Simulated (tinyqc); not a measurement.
# Threshold-voltage variability of a planar MOSFET, analytic estimates: what changes with what

Three independent sources add in quadrature: random dopants in the depleted layer, metal-gate grains of two orientations, and roughness of the two gate edges acting through the roll-off VT = VT(long) - Vr exp(-L/l). These are first-order estimates: no three-dimensional electrostatics, no percolation.

Inputs (values chosen for the exercise); material values close to those of silicon:
- T = 350 K (temperature)
- Eg = 1.12 eV (band gap)
- eps_r = 11.6 (relative permittivity of the semiconductor)
- Nc = 3.57e19 cm^-3 (conduction-band density of states at T)
- Nv = 3.39e19 cm^-3 (valence-band density of states at T)
- Na = 1.9e18 cm^-3 (channel doping)
- ti = 1.9 nm (oxide-equivalent thickness in inversion)
- L = 20 nm (gate length)
- W = 61 nm (gate width)
- G = 4 nm (metal grain size)
- dW = 0.15 eV (work-function difference of the two grain orientations)
- p = 0.3 (share of the orientation of higher work function)
- De = 0.5 nm (rms roughness of one gate edge)
- La = 30 nm (correlation length of the roughness)
- l = 4.5 nm (decay length of the threshold roll-off)
- Vr = 2 V (prefactor of the roll-off)

Constants: q = 1.602176634e-19 C, kB = 1.380649e-23 J/K, Vt = kB T/q, eps0 = 8.8541878128e-14 F/cm where lengths are in cm. Results are converted to the units shown.

Each table varies one quantity; the others keep the values above.

## Effect of the gate width

ni = sqrt(Nc Nv) exp(-Eg/(2 Vt)), Eg in volts; Cox = 3.9 eps0/ti; Wd = sqrt(4 eps0 eps_r Vt ln(Na/ni)/(q Na)); dopants: s1 = (q/Cox) sqrt(Na Wd/(3 L W)). Grains: Ng = L W/G^2 (at least 1), s2 = dW sqrt(p (1 - p)/Ng). Edges, with exponential correlation and u = W/La: the mean gate length has sL^2 = 2 De^2 (2/u)[1 - (1 - exp(-u))/u]; s3 = sL (Vr/l) exp(-L/l). s = sqrt(s1^2 + s2^2 + s3^2). l and Vr are held fixed.

Effect of the gate width:

| W (nm) | s1 (mV) | s2 (mV) | s3 (mV) | s (mV) | s sqrt(L W) (mV um) |
|---|---|---|---|---|---|
| 20 | 55.74 | 13.75 | 3.322 | 57.50 | 1.150 |
| 33 | 43.39 | 10.70 | 3.122 | 44.80 | 1.151 |
| 54 | 33.92 | 8.367 | 2.849 | 35.05 | 1.152 |
| 87 | 26.72 | 6.592 | 2.517 | 27.64 | 1.153 |
| 140 | 21.07 | 5.196 | 2.144 | 21.80 | 1.154 |
| 230 | 16.44 | 4.054 | 1.758 | 17.02 | 1.154 |
| 380 | 12.79 | 3.154 | 1.407 | 13.25 | 1.155 |
| 610 | 10.09 | 2.489 | 1.129 | 10.46 | 1.155 |

As W goes from 20 to 610 nm, s falls from 57.5 to 10.5 mV. The dopants are the largest source in the first and the last row. The product s sqrt(L W) stays near 1.15 mV um: s1 and s2 go as 1/sqrt(L W), so the change comes from s3 alone. In every row the depletion depth exceeds L, so source and drain share much of the charge and s1 is rough.

## Effect of the channel doping

Same model as above.

l and Vr are held fixed.

The same in every row: s2 (mV) = 7.8719; s3 (mV) = 2.7697.

Effect of the channel doping:

| Na (cm^-3) | s1 (mV) | s (mV) | s sqrt(L W) (mV um) |
|---|---|---|---|
| 1.5e17 | 16.185 | 18.210 | 0.63605 |
| 2.6e17 | 18.763 | 20.535 | 0.71726 |
| 4.7e17 | 21.988 | 23.518 | 0.82146 |
| 8.2e17 | 25.514 | 26.844 | 0.93761 |
| 1.5e18 | 29.969 | 31.109 | 1.0866 |
| 2.6e18 | 34.690 | 35.679 | 1.2462 |
| 4.5e18 | 40.126 | 40.985 | 1.4315 |
| 8e18 | 46.732 | 47.471 | 1.6581 |

As Na goes from 1.5e17 to 8e18 cm^-3, s rises from 18.2 to 47.5 mV. The dopants are the largest source in the first and the last row. s1 goes on average as Na^(0.27), near the 1/4 expected from Na Wd. For Na = 1.5e17 to 2.6e18 cm^-3 the depletion depth exceeds L, so source and drain share much of the charge and s1 is rough.

tinyqc, about 0.01 s, one thread, Intel Xeon 2.30GHz (shared host): `OMP_NUM_THREADS=1 python tinyqc.py 2090135 2090136 out.jsonl`
